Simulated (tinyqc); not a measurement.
Permeation of metal atoms or ions through a thin barrier or dielectric: time lag, field-aided drift and lifetime: one step, computed by the program tinyqc. Command: `OMP_NUM_THREADS=1 python tinyqc.py 3022296 3022297 out.jsonl barrier walk`. One thread of a shared host (Intel(R) Xeon(R) Processor @ 2.30GHz), about 0.01 s of CPU time with the checks.

The film 0 < x < d is empty at first; C = C0 at x = 0 and C = 0 at x = d. dC/dt = D d2C/dx2 - v dC/dx with drift v = D z e V/(k_B T d) (uniform field, no space charge).

Problem. Steady flux and time lag. Steady flux J = (D C0/d) P/(1 - exp(-P)); time lag in units of d^2/D: s_L = [P (1 + exp(-P))/(1 - exp(-P)) - 2]/P^2 (P = 0: J = D C0/d, s_L = 1/6).

Inputs (values chosen for the exercise, for a model case: singly charged ions through a dielectric): thickness d = 28 nm; concentration at the source side C0 = 1.5e+14 1/cm^3; test temperature T = 100 C.

Peclet number P = 9.951617

diffusivity D = 1.136668e-16 cm^2/s

time scale d^2/D = 68973.52 s

Give: flux relative to D C0/d; steady flux J; time lag s_L; time lag.

Solution.

flux relative to D C0/d = 9.9521

steady flux J = 60601 1/(cm^2 s)

time lag s_L = 0.080301

time lag = 5538.6 s

Drift rules: J tends to v C0 and the lag to the transit time d/v.
